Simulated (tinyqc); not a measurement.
Short-channel transistor, virtual-source model with series resistance: one step of the calculation.

The current per gate width is the charge at the top of the source barrier (the virtual source) times its velocity times a saturation function; al and be are fitting constants of the model. Units: I in uA/um, Rs in ohm um, so I Rs = 1e-6 I Rs in volts; Q in uC/cm^2, so I = 1e-4 Q vx0 Fsat with vx0 in cm/s.

Task. What the series resistance costs. Intrinsic voltages Vg' = Vgs - I Rs, Vd' = Vds - 2 I Rs. n = n0 + nd Vd', VT = VT0 - dl Vd', Ff = 1/(1 + exp((Vg' - VT + al Vt/2)/(al Vt))), Q = Cinv n Vt ln(1 + exp((Vg' - VT + al Vt Ff)/(n Vt))), Vdsat = (vx0 L/mu)(1 - Ff) + Vt Ff, Fsat = u/(1 + u^be)^(1/be) with u = Vd'/Vdsat, and I = Q vx0 Fsat per width. I0 is the current for Rs = 0. Effective velocity I/Q; transit time L Q/I.

Parameters, values chosen for the exercise:

| symbol | value | unit | meaning |
|---|---|---|---|
| T | 400 | K | temperature |
| Cinv | 2.14 | uF/cm^2 | inversion capacitance |
| vx0 | 9.52e6 | cm/s | velocity at the virtual source |
| mu | 260 | cm^2/(V s) | apparent mobility |
| L | 16 | nm | channel length |
| VT0 | 0.49 | V | threshold at zero drain voltage |
| dl | 0.193 | V/V | drain-induced barrier lowering |
| n0 | 1.2 |  | subthreshold factor |
| nd | 0.05 | 1/V | growth of n with drain voltage |
| al | 3.5 |  | threshold shift (in units of Vt) from weak to strong inversion |
| be | 2 |  | sharpness of saturation |
| Rs | 150 | ohm um | series resistance of each contact |
| Vgs | 0.7 | V | gate voltage |
| Vds | 0.7 | V | drain voltage |

Constants: q = 1.602176634e-19 C, kB = 1.380649e-23 J/K, Vt = kB T/q. Results are converted to the units shown.

converged I = 505.37706 uA/um
I0 = 708.92515 uA/um

Find: loss against I0; effective velocity; transit time.

Result.

loss against I0 = 28.712 %
effective velocity = 9.4695e6 cm/s
transit time = 0.16896 ps

The carriers leave the virtual source at 99.5 % of vx0: the device is in saturation.

Program tinyqc, `OMP_NUM_THREADS=1 python tinyqc.py 2380007 2380008 out.jsonl`; Intel Xeon 2.30GHz, shared host, one thread, about 0.01 s.
